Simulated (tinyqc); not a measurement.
# Inputs raised by 5 %, one at a time

Model: strain-driven roughening and islands of a mismatched epitaxial film. Computed by tinyqc, a small Python program. Command: `OMP_NUM_THREADS=1 python tinyqc.py 3013481 3013482 out.jsonl island sens`. One thread of a shared host (Intel(R) Xeon(R) Processor @ 2.30GHz), about 0.01 s of CPU time with the checks.

Film and substrate share isotropic elastic constants; the film is coherent and biaxially strained.

Inputs (values chosen for the exercise, modelled on InAs on InP): misfit |f| = 0.0332; shear modulus G = 31.5 GPa; Poisson ratio nu = 0.32; surface energy gamma = 0.714 J/m^2; contact angle of the shallow shape theta_1 = 10.7 degrees; contact angle of the steep shape theta_2 = 29.1 degrees; facet energy of shape 1 over gamma = 1.008; facet energy of shape 2 over gamma = 1.026; wetting energy gamma_s - gamma = 0.15 J/m^2; decay length of wetting delta = 0.32 nm; surface mobility D_s nu_s Omega^2/(k_B T) = 5.3e-35 m^6/(J s).

Transport: surface diffusion.

Constants: e = 1.602176634e-19 C.

Method:
- M = 2 G (1 + nu)/(1 - nu); stress = M f; energy density w = M f^2.
- A ripple A cos(k x) has the surface chemical potential per volume [gamma k^2 - 2 (1 + nu) w k] A cos(k x), so k_c = 2 (1 + nu) w/gamma. With surface diffusion the amplitude grows at the rate q = B k^2 [2 (1 + nu) w k - gamma k^2], fastest at k_m = (3/4) k_c. B is the surface mobility.
- The surface energy depends on thickness as gamma + (gamma_s - gamma) exp(-h/delta). Its curvature adds W2 = (gamma_s - gamma) exp(-h/delta)/delta^2 to the restoring terms; the flat film is stable while W2 > (1 + nu)^2 w^2/gamma, which gives h_c = delta ln[(gamma_s - gamma) gamma/(delta^2 (1 + nu)^2 w^2)], or 0 if negative.
- Shallow faceted island (Tersoff form): E = 4 Gam V^(2/3) tan^(1/3)(theta) - 6 c V tan(theta), Gam = gamma [x/sin(theta) - 1/tan(theta)], x the facet energy over gamma, c = stress^2 (1 - nu)/(2 pi G).
- The barrier is the maximum of E, at V_c = [4 Gam/(9 c)]^3 / tan^2(theta) (1 GPa nm = 1 J/m^2).

Runs; columns: (1) input moved; (2) from; (3) to; (4) fastest wavelength (nm); (5) growth time 1/q at k_m (s); (6) wetting-layer thickness h_c (nm); (7) critical volume, shape 1 (nm^3):
```
(1)                                                        (2)        (3)    (4)    (5)    (6)    (7)
base run                                                     -          -  16.81  4.060  1.119  12.59
misfit |f|                                              0.0332    0.03486  15.25  2.748  1.057   9.40
surface energy gamma (J/m^2)                             0.714     0.7497  17.65  4.700  1.135  14.58
contact angle of the shallow shape theta_1 (degrees)      10.7     11.235  16.81  4.060  1.119  12.08
contact angle of the steep shape theta_2 (degrees)        29.1     30.555  16.81  4.060  1.119  12.59
wetting energy gamma_s - gamma (J/m^2)                    0.15     0.1575  16.81  4.060  1.135  12.59
surface mobility D_s nu_s Omega^2/(k_B T) (m^6/(J s))  5.3e-35  5.565e-35  16.81  3.867  1.119  12.59
facet energy of shape 2 over gamma                       1.026     1.0773  16.81  4.060  1.119  12.59
```

Exponents ln(y'/y) / ln(x'/x):
```
input                                       fastest wavelength  growth time 1/q at k_m  wetting-layer thickness h_c  critical volume, shape 1
misfit |f|                                                  -2                      -8                       -1.177                    -6.000
surface energy gamma                                         1                       3                        0.284                     3.000
contact angle of the shallow shape theta_1                   0                       0                        0.000                    -0.854
contact angle of the steep shape theta_2                     0                       0                        0.000                     0.000
wetting energy gamma_s - gamma                               0                       0                        0.284                     0.000
surface mobility D_s nu_s Omega^2/(k_B T)                    0                      -1                        0.000                     0.000
facet energy of shape 2 over gamma                           0                       0                        0.000                     0.000
```

Among the inputs moved here: fastest wavelength answers most in size to misfit |f| (exponent -2.000), next to surface energy gamma (+1.000); its exponent is below 0.0005 for contact angle of the shallow shape theta_1, contact angle of the steep shape theta_2, wetting energy gamma_s - gamma, surface mobility D_s nu_s Omega^2/(k_B T), facet energy of shape 2 over gamma. Its exponent -2.000 in misfit |f|: gamma over the strain energy density. Its exponent +1.000 in surface energy gamma: gamma over the strain energy density. Growth time 1/q at k_m answers most in size to misfit |f| (exponent -8.000), next to surface energy gamma (+3.000); its exponent is below 0.0005 for contact angle of the shallow shape theta_1, contact angle of the steep shape theta_2, wetting energy gamma_s - gamma, facet energy of shape 2 over gamma. Its exponent -8.000 in misfit |f|: the rate goes as gamma k_c^4. Its exponent +3.000 in surface energy gamma: the rate goes as gamma k_c^4 with k_c as 1/gamma. Wetting-layer thickness h_c answers most in size to misfit |f| (exponent -1.177), next to surface energy gamma (+0.284); its exponent is below 0.0005 for contact angle of the shallow shape theta_1, contact angle of the steep shape theta_2, surface mobility D_s nu_s Omega^2/(k_B T), facet energy of shape 2 over gamma. Critical volume, shape 1 answers most in size to misfit |f| (exponent -6.000), next to surface energy gamma (+3.000); its exponent is below 0.0005 for contact angle of the steep shape theta_2, wetting energy gamma_s - gamma, surface mobility D_s nu_s Omega^2/(k_B T), facet energy of shape 2 over gamma. Its exponent -6.000 in misfit |f|: (Gam/c)^3.
